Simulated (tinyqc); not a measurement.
# Worked calculation: MOS capacitor on a p-type substrate, surface potential from the exact charge relation

Program tinyqc, `OMP_NUM_THREADS=1 python tinyqc.py 2060140 2060141 out.jsonl`; Intel Xeon 2.30GHz, shared host, one thread, about 0.01 s. Printed values are rounded.

Uniform p-type substrate, Boltzmann statistics, full ionisation, classical densities. psi is the surface potential against the body (positive when the bands bend down) and u = psi/Vt. Traps are spread evenly over the gap and neutral at flat band, so their charge is -q Dit psi; the minority quasi-Fermi level is shifted by Vb.

Inputs (values chosen for the exercise); band and dielectric values close to those of gallium nitride: temperature T = 250 K; band gap Eg = 3.46 eV; relative permittivity eps_r = 9.48; conduction-band density of states at T Nc = 1.76e18 cm^-3; valence-band density of states at T Nv = 3.54e19 cm^-3; electron affinity chi = 4.13 eV; acceptor density of the substrate N = 2.3e16 cm^-3; relative permittivity of the gate insulator (close to hafnium oxide) eox = 22.2; insulator thickness tox = 48 nm; gate work function phiM = 5.33 eV; fixed charge at the interface, in units of q Nf = 0 cm^-2; density of interface traps Dit = 2.5e11 cm^-2 eV^-1; reverse bias of the inversion layer against the body Vb = 0 V; gate voltage against the body Vg = 2.64 V.

Constants: q = 1.602176634e-19 C, kB = 1.380649e-23 J/K, Vt = kB T/q, eps0 = 8.8541878128e-14 F/cm where lengths are in cm. Results are converted to the units shown.

Range of the model: At this gate voltage the surface density exceeds 0.3 of the band density of states, so degeneracy and confinement would lower the charge and capacitance.

## Flat band, threshold and scales

ni = sqrt(Nc Nv) exp(-Eg/(2 Vt)), Eg in volts; phiF = Vt ln(N/ni); Cox = eps0 eox/tox; Vfb = phiM - chi - (Eg - Vt ln(Nv/N)) - q Nf/Cox; Q0 = sqrt(2 eps0 eps_r q N Vt); r = (ni/N)^2 exp(-Vb/Vt); VT = Vfb + [(2 phiF + Vb)(1 + q Dit/Cox) + sqrt(2 eps0 eps_r q N (2 phiF + Vb))/Cox].

ni = 1.05194e-16 cm^-3
phiF = 1.60422 V
Cox = 0.409506 uF/cm^2
Vfb = -2.10189 V
Q0 = 11.5443 nC/cm^2
r = 2.09185e-65
VT = 1.76441 V

## Starting value

psi = Vg - Vfb, limited to the range from -4 Vt to +(2 phiF + Vb + 4 Vt).

psi at the start = 3.29462 V

## Iteration 1: Newton step for the surface potential

u = psi/Vt; F^2 = exp(-u) + u - 1 + r (exp(u) - u - 1); Qs = -sign(u) Q0 F; Cs = -dQs/dpsi = (Q0/Vt) |1 - exp(-u) + r (exp(u) - 1)|/(2 F). f = Vfb + psi + (q Dit psi - Qs)/Cox - Vg, f' = 1 + (Cs + q Dit)/Cox, psi(new) = psi - f/f'.

u = 152.930
F = 14.3711
Qs = -165.905 nC/cm^2
Cs = 1.03657 uF/cm^2
f = -0.719887 V
f' = 3.62907
psi after iteration 1 = 3.49299 V

## Iteration 2: Newton step for the surface potential

As before.

u = 162.138
F = 738.079
Qs = -8520.63 nC/cm^2
Cs = 197.698 uF/cm^2
f = 19.8998 V
f' = 483.868
psi after iteration 2 = 3.45186 V

## Course of the Newton iteration

Stop when the step is below 1e-10 V, or after 60 iterations.

Course of the iteration:
```
iteration  psi before the step (V)     f (V)   step (V)
1                          3.29462    -0.720      0.198
2                          3.49299      19.9    -0.0411
3                          3.45186      7.07    -0.0378
4                          3.41404      2.35    -0.0302
5                          3.38384     0.662    -0.0171
6                          3.36669     0.118   -4.59e-3
7                          3.36210   6.34e-3   -2.76e-4
8                          3.36182   2.14e-5   -9.39e-7
9                          3.36182  2.46e-10  -1.08e-11
```

Converged in 9 iterations.

## Charges, field and capacitances at the solution

converged psi = 3.36182 V

u = psi/Vt; F^2 = exp(-u) + u - 1 + r (exp(u) - u - 1); Qs = -sign(u) Q0 F; Cs = -dQs/dpsi = (Q0/Vt) |1 - exp(-u) + r (exp(u) - 1)|/(2 F). Low frequency: 1/C_LF = 1/Cox + 1/(Cs + q Dit). High frequency, in the simple estimate in which traps and minority carriers do not follow: 1/C_HF = 1/Cox + 1/Cd, Cd being Cs with r = 0 at the same psi. Minority sheet density N_inv = (Q0/(2 q)) int_0^u r (exp(t) - 1)/F(t) dt for u > 0. Oxide field |Qs - q Dit psi + q Nf|/(eps0 eox).

Qs = -430.493 nC/cm^2
N_inv = 1.79377e12 cm^-2
oxide field = 0.287515 MV/cm
Cs = 8.88447 uF/cm^2
C_LF/Cox = 0.956128
C_HF/Cox = 0.0499218

The surface is in strong inversion (borders at |psi| = 0, phiF + Vb and 2 phiF + Vb = 3.21 V). Minority carriers make up 66.8 % of Qs.
